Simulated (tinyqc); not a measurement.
Speed against selectivity over temperature: anisotropic wet etching of Si(100): plane rates, V-grooves, membranes and undercut. Computed by tinyqc, a small Python program. Command: `OMP_NUM_THREADS=1 python tinyqc.py 3009812 3009813 out.jsonl wetetch walk`. One thread of a shared host (Intel(R) Xeon(R) Processor @ 2.30GHz), about 0.01 s of CPU time with the checks.

A long slot opens the mask on a (100) wafer. The floor etches at R100; (111) walls stand at theta = arctan(sqrt2) = 54.7356 degrees to the surface and recede at R111 along their normal.

Inputs (values chosen for the exercise, close to those used for potassium hydroxide solutions):
```
quantity                            value     unit
prefactor k0 of the (100) rate    4.5e+08   um/min
activation energy of (100), E       0.598       eV
ratio (100)/(111) at 80 C             100        -
extra energy of (111), dE           0.099       eV
ratio (100)/oxide at 80 C             150        -
extra energy of the oxide, dE_ox     0.24       eV
misalignment of the mask                0  degrees
wafer thickness d                     300       um
membrane thickness wanted             5.8       um
```

Constants: k_B = 8.617333262e-05 eV/K.

Method:
- R100 = k0 exp(-E/(k_B T)); a ratio given at 80 C scales as exp[(extra energy/k_B)(1/T - 1/353.15 K)]; R111 and R_ox follow by division.
- Temperatures in kelvin are T(C) + 273.15.
- Each row etches to the depth d - membrane; undercut per side = (R111/sin(theta) + R100 sin(misalignment)) x time.

Etching to a fixed depth:
```
T (C)  R100 (um/min)  R100/R111  time (h)  undercut (um)  oxide consumed (nm)
30            0.0515     171.01    95.247         2.1070                534.1
40            0.1069     151.52    45.854         2.3781                716.2
50            0.2123     135.26    23.097         2.6640                943.2
60            0.4045     121.57    12.123         2.9640               1221.6
70            0.7422     109.94     6.607         3.2773               1558.6
80            1.3158     100.00     3.726         3.6032               1961.3
90            2.2605      91.43     2.169         3.9409               2437.1
100           3.7723      84.00     1.300         4.2896               2993.1
```

What does the comparison show, and why?

From 30 to 100 C the time falls by a factor 73.3, while the oxide loss grows by 5.60 and the undercut by 2.04: the slower planes and the mask have the higher activation energies, so heat costs selectivity.
